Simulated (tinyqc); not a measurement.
Lossy on-chip transmission line with skin effect: one step of the calculation.

A uniform line in a homogeneous dielectric: c = sqrt(er)/(c0 Z0), l = Z0 sqrt(er)/c0 (c0 = 299792458 m/s), g = w c td, w = 2 pi f. The resistance joins its limits as r = sqrt(r_dc^2 + r_hf^2), with r_dc = rho/(wd th), r_hf = kr rho/(2 delta (wd + th)), delta = sqrt(rho/(pi f mu0)), mu0 = 4 pi 1e-7 H/m; this is an interpolation, and internal inductance, up to 0.05 nH/mm at low frequency, is neglected.

Problem. Line constants. delta, r_dc, r_hf, r, l, c and g as defined.

Values chosen for this exercise: width of the strip wd = 1.1 um; thickness of the strip th = 1.1 um; resistivity rho = 2 uohm cm; relative permittivity er = 3.5; loss tangent td = 0; lossless impedance sqrt(l/c) Z0 = 50 ohm; factor for crowding and the return path kr = 2; frequency f = 0.68 GHz.

Wanted: delta; r_dc; r_hf; r; l; c; g.

Solution.

delta = 2.729 um
r_dc = 16.53 ohm/mm
r_hf = 3.331 ohm/mm
r = 16.86 ohm/mm
l = 0.3120 nH/mm
c = 124.8 pF/m
g = 0 S/m

r is 1.02 times r_dc; the skin depth is 2.48 of the thickness.

Program tinyqc, `OMP_NUM_THREADS=1 python tinyqc.py 2810141 2810142 out.jsonl`; Intel Xeon 2.30GHz, shared host, one thread, about 0.01 s.
